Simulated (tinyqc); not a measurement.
sp3s* tight binding: one step. Phase sums. Four cases, with inputs chosen for the exercise.

Task: Form g0 to g3 at this k.

sp3s* tight binding, nearest neighbours only: anion (a) at 0, cation (c) at a/4 (1,1,1), orbitals s, px, py, pz, s* on each; k in units of 2 pi/a. With phases e_j = exp(i (pi/2) k.n_j) for n = (1,1,1), (1,-1,-1), (-1,1,-1), (-1,-1,1): g0 = (e1+e2+e3+e4)/4, g1 = (e1+e2-e3-e4)/4, g2 = (e1-e2+e3-e4)/4, g3 = (e1-e2-e3+e4)/4. The diagonal holds the levels Esa, Epa, Exa (s*) and Esc, Epc, Exc. Anion-cation block: <sa|sc> = Vss g0; <sa|xc> = Vsapc g1; <xa|sc> = -Vscpa g1; <xa|xc> = Vxx g0; <xa|yc> = <ya|xc> = Vxy g3, <xa|zc> = <za|xc> = Vxy g2, <ya|zc> = <za|yc> = Vxy g1; <s*a|xc> = Vxapc g1; <xa|s*c> = -Vpaxc g1; y and z take g2 and g3 in place of g1; s-s* and s*-s* vanish.

Case 1.

Values chosen (out of a larger set: near a published set for GaP, fitted to gaps, whose masses and valley positions are rough; spin-orbit coupling, where it is added without a refit, lifts the valence top and shrinks all gaps by about a third of the splitting; not measured data): k = (0.45, 0.45, 0) 2 pi/a (wave vector).

Case 2.

Values chosen (out of a larger set: near a published set for InAs, fitted to gaps, whose masses and valley positions are rough; not measured data): k = (0.5, 0.5, 0.5) 2 pi/a (wave vector).

Case 3.

Values chosen (out of a larger set: near a published set for GaAs, fitted to gaps, whose masses and valley positions are rough; not measured data): k = (0.38, 0, 0) 2 pi/a (wave vector).

Case 4.

Values chosen (out of a larger set: near a published set for Si, fitted to gaps, whose masses and valley positions are rough; spin-orbit coupling, where it is added without a refit, lifts the valence top and shrinks all gaps by about a third of the splitting; not measured data): k = (0.89, 0, 0) 2 pi/a (wave vector).

Give: g0, g1, g2, g3.

Result:

Case 1.

g0, g1, g2, g3: 0.57822  0.49384i  0.49384i  -0.42178

Case 2.

g0, g1, g2, g3: 0.35355-0.35355i  -0.35355+0.35355i  -0.35355+0.35355i  -0.35355+0.35355i

Case 3.

g0, g1, g2, g3: 0.82708  0.56208i  0.00000  0.00000

Case 4.

g0, g1, g2, g3: 0.17193  0.98511i  0.00000  0.00000

Computed by tinyqc, one run a case: `OMP_NUM_THREADS=1 python tinyqc.py N N+1 out.jsonl` with N = 1450820, 1450880, 1450895, 1450913; one thread of a shared Intel(R) Xeon(R) Processor @ 2.30GHz, about 0.3 s a run at most.
